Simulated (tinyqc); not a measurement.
Van der Pauw, Hall and four-point-probe measurements on a doped layer: correction factor against the shape of the sample.

A uniform p-type layer with sheet resistance Rs = 1/(q ns mu), point contacts, low field (mu B small).

Rs = 1/(q ns mu). For a rectangle with contacts at the corners, RA = (8 Rs/pi) sum_(k>=0) ln coth((2k + 1) pi a/(2 b)) with current along a short side b and voltage along the opposite one, RB the same with a and b exchanged. ar = a/b. F = Rs/[(pi/ln 2)(RA + RB)/2]; small-asymmetry estimate 1 - (ln 2/2) d^2 - ((ln 2)^2/4 - (ln 2)^3/12) d^4 with d = (RB - RA)/(RB + RA).

Parameters, values chosen for the exercise: sheet density of the layer ns = 9.4e12 cm^-2; drift mobility mu = 63 cm^2/(V s).

Constants: q = 1.602176634e-19 C. Results are converted to the units shown.

Correction factor against the shape of the sample:

| ar | RA (ohm) | RB (ohm) | RB/RA | F | estimate of F |
|---|---|---|---|---|---|
| 1 | 2325 | 2325 | 1.000 | 1.000 | 1.000 |
| 1.34 | 797.4 | 5211 | 6.536 | 0.7740 | 0.7861 |
| 1.69 | 265.5 | 8642 | 32.55 | 0.5221 | 0.6213 |
| 2.03 | 91.22 | 1.214e4 | 133.1 | 0.3803 | 0.5767 |
| 2.37 | 31.35 | 1.569e4 | 500.6 | 0.2958 | 0.5653 |
| 2.71 | 10.77 | 1.927e4 | 1788 | 0.2413 | 0.5623 |
| 3.06 | 3.588 | 2.295e4 | 6397 | 0.2026 | 0.5614 |
| 3.4 | 1.233 | 2.653e4 | 2.152e4 | 0.1753 | 0.5612 |

RB/RA rises from 1.00 to 21500 and F falls from 1.00 to 0.175. The estimate is 19 % above F at a/b = 1.69 and 3.20 times it in the last row. RA shrinks about as exp(-pi a/b): by a factor of 2.91 between the last two rows, against 2.91.

tinyqc, about 0.04 s, one thread, Intel Xeon 2.30GHz (shared host): `OMP_NUM_THREADS=1 python tinyqc.py 2850123 2850124 out.jsonl`
